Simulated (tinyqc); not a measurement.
What each parameter does: polar nitride quantum well with polarisation fields.

Growth along [0001]. e_par = (a_sub - a)/a, Ppz = 2 e_par (e31 - e33 C13/C33), P = Psp + Ppz in each layer; strain relaxation and the strain shift of the gaps are left out, although thick layers with more than about 1 % mismatch would relax.

In a periodic stack without free charge the potential drop over a period vanishes: F_w = (P_b - P_w) Lb/(eps0 (eps_w Lb + eps_b Lw)), F_b = -F_w Lw/Lb, eps0 = 8.8541878e-12 F/m; 1 MV/cm = 1e8 V/m = 0.01 V/angstrom.

Envelope functions on cells of 0.25 angstrom over barrier, well, barrier (widths Lb, Lw, Lb), psi = 0 beyond, psi'/m continuous (mean mass between points), c = hbar^2/2m0. With u(z) the integral of e F (F_w in the well, F_b = -F_w Lw/Lb in the barriers, 1 MV/cm = 0.01 V/angstrom), zero at the centre of the well, the electron sees u plus Vc in the barriers and the hole -u plus Vv. The transition is Eg + E_e + E_h; excitons are left out.

Constants: hbar^2/2m0 = 3.80998211 eV angstrom^2; hc = 1239.841984 eV nm.

Values chosen for the exercise (near those of a GaN well in AlN; shifted at random, so the results belong to these values and not to a real crystal): a_w = 3.189 angstrom (lattice constant a, well); a_b = 3.112 angstrom (lattice constant a, barrier); a_sub = 3.112 angstrom (in-plane lattice constant of the stack); Psp_w = -0.0338 C/m^2 (spontaneous polarisation); Psp_b = -0.0915 C/m^2 (spontaneous polarisation); e31_w = -0.334 C/m^2; e31_b = -0.534 C/m^2; e33_w = 0.692 C/m^2; e33_b = 1.435 C/m^2; C_w = 0.26 (C13/C33); C_b = 0.284 (C13/C33); eps_w = 10.5 (dielectric constant); eps_b = 10.3 (dielectric constant); Lw = 44 angstrom (well width); Lb = 70 angstrom (barrier width); Eg = 3.44 eV (gap of the well); Vc = 1.85 eV (conduction offset); Vv = 0.87 eV (valence offset); me = 0.2 m0 (electron, well); meb = 0.32 m0 (electron, barrier); mh = 1.32 m0 (hole, everywhere).

Polarisation, field, levels and overlap anew.

Results for these values:

| case | F_w (MV/cm) | E (eV) | overlap^2 | red shift (meV) |
|---|---|---|---|---|
| base | -5.490 | 2.0849 | 2.3e-05 | 1437 |

What happens to each result for Lb = 55 angstrom, all else kept?

Answer: F_w rises from -5.490 to -4.973; E rises from 2.0849 to 2.2555; overlap^2 rises from 2.3e-05 to 5.4e-05; red shift falls from 1437 to 1266.

The same for each parameter in turn:

| case | F_w (MV/cm) | E (eV) | overlap^2 | red shift (meV) |
|---|---|---|---|---|
| base | -5.490 | 2.0849 | 2.3e-05 | 1437 |
| Lw = 40 angstrom | -5.688 | 2.2466 | 0.00013 | 1290 |
| Lb = 55 angstrom | -4.973 | 2.2555 | 5.4e-05 | 1266 |
| a_sub = 3.102 angstrom | -5.302 | 2.1469 | 3.2e-05 | 1375 |
| Psp_b = -0.1007 C/m^2 | -6.103 | 1.8809 | 9.2e-06 | 1641 |
| e33_w = 0.761 C/m^2 | -5.548 | 2.0658 | 2.1e-05 | 1456 |
| eps_w = 11.6 | -5.156 | 2.1947 | 4.0e-05 | 1327 |
| mh = 0.92 m0 | -5.490 | 2.1252 | 4.6e-05 | 1401 |
| Vc = 1.573 eV | -5.490 | 2.0679 | 2.0e-05 | 1452 |

Run: tinyqc, `OMP_NUM_THREADS=1 python tinyqc.py 1282629 1282630 out.jsonl`; Intel(R) Xeon(R) Processor @ 2.30GHz, one thread, shared host; about 0.08 s of CPU time with all checks.
